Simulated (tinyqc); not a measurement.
Double-gate transistor, scale length and short-channel effects: two steps of the calculation.

A body of thickness ts between two insulators of thickness ti and two tied gates. Below threshold the potential that source and drain add obeys Laplace's equation and vanishes on the gate. Its lowest mode decays along the channel as exp(-k y); k is the smallest positive root of the matching condition at the interface, and the scale length is Lambda = pi/k.

Parameters, values chosen for the exercise; permittivities: semiconductor close to that of silicon, insulator close to that of silicon nitride:
- eps_r = 11.9 (relative permittivity of the semiconductor)
- ei = 7.28 (relative permittivity of the insulator)
- ti = 2.2 nm (insulator thickness)
- ts = 3.3 nm (body thickness)

Task 1. Scan of the matching condition. f(k) = ei cos(k ti) cos(k ts/2) - eps_r sin(k ti) sin(k ts/2).

k, point 0 to 7 (1/nm): 0.065  0.13  0.195  0.26  0.325  0.39  0.455  0.52

Find: f(k).

Result 1.

f(k), point 0 to 7: 6.983  6.110  4.715  2.887  0.739  -1.593  -3.964  -6.224

The first change of sign lies between k = 0.325 and 0.39 1/nm.

Task 2. Decay constant by Newton steps. f(k) = ei cos(k ti) cos(k ts/2) - eps_r sin(k ti) sin(k ts/2); f' by a central difference with +/- 1e-5 1/nm; k(new) = k - f/f'.

k at the start = 0.325 1/nm

Find: f; f'; k after iteration 1.

Result 2.

f = 0.73937
f' = -34.827 nm
k after iteration 1 = 0.34623 1/nm

Program tinyqc, `OMP_NUM_THREADS=1 python tinyqc.py 2420065 2420066 out.jsonl`; Intel Xeon 2.30GHz, shared host, one thread, about 0.01 s.
